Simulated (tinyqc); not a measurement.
# Worked calculation: thermionic emission over a Gaussian spread of barriers

Numbers from tinyqc (`OMP_NUM_THREADS=1 python tinyqc.py 2640045 2640046 out.jsonl`; about 0.01 s on one thread of a shared Intel Xeon 2.30GHz). Printed values are rounded.

Metal on an n-type semiconductor with one parabolic valley; V > 0 is forward bias (metal positive). Patches of barrier height b are spread as a Gaussian with mean phi - r2 V and variance sg^2 + r3 V; each carries A* T^2 exp(-b/Vt) [exp(V/Vt) - 1].

Parameters, values chosen for the exercise; band and dielectric values close to those of indium phosphide:
```
symbol    value  unit                                                            meaning
T           300     K                                                        temperature
me       0.0787    m0                                                      electron mass
phi        1.21    eV                                 barrier height seen from the metal
sg        0.076    eV                          standard deviation of the barrier heights
r2       -0.029        shift of the mean barrier per volt, with its sign reversed (rho2)
r3      -0.0024     V                                     change of sg^2 per volt (rho3)
V          0.26     V                                                               bias
nb            9                                                  barrier heights sampled
```

Constants: q = 1.602176634e-19 C, kB = 1.380649e-23 J/K, h = 6.62607015e-34 J s, m0 = 9.1093837015e-31 kg, Vt = kB T/q. Results are converted to the units shown.

## Apparent barrier, ideality and current

A* = 4 pi q me m0 kB^2/h^3 (times 1e-4 for A/(cm^2 K^2)). The mean of exp(-b/Vt) gives the apparent barrier phi_ap(V) = phi - r2 V - (sg^2 + r3 V)/(2 Vt), J = A* T^2 exp(-phi_ap/Vt) [exp(V/Vt) - 1], and 1/n = 1 + r2 + r3/(2 Vt).

A* = 9.45763 A/(cm^2 K^2)
phi_ap(0) = 1.09829 eV
phi_ap(V) = 1.11790 eV
n = 1.08157
J = 3.29602e-9 A/cm^2

## The same mean by Simpson's rule

With mean mu and deviation s at this bias, take nb equally spaced b from mu - s^2/Vt - 3.5 s to mu + s, the Gaussian density g(b) and y = g exp(-(b - mu)/Vt); the integral I of y gives phi_ap = mu - Vt ln I.

```
point,b (eV),g (1/eV),y (1/eV)
0,0.76703,1.55093e-8,0.573873
1,0.83232,3.09214e-6,9.15648
2,0.89760,2.69547e-4,63.8779
3,0.96289,0.0102735,194.841
4,1.02817,0.171204,259.849
5,1.09346,1.24743,151.520
6,1.15875,3.97398,38.6301
7,1.22403,5.53536,4.30618
8,1.28932,3.37113,0.209878
```

I = 47.1100
phi_ap = 1.11795 eV

This differs from the closed form by 0.050 meV. The integrand peaks at b = 1.03 eV among these points, below the mean of 1.22 eV: low barriers carry the current.
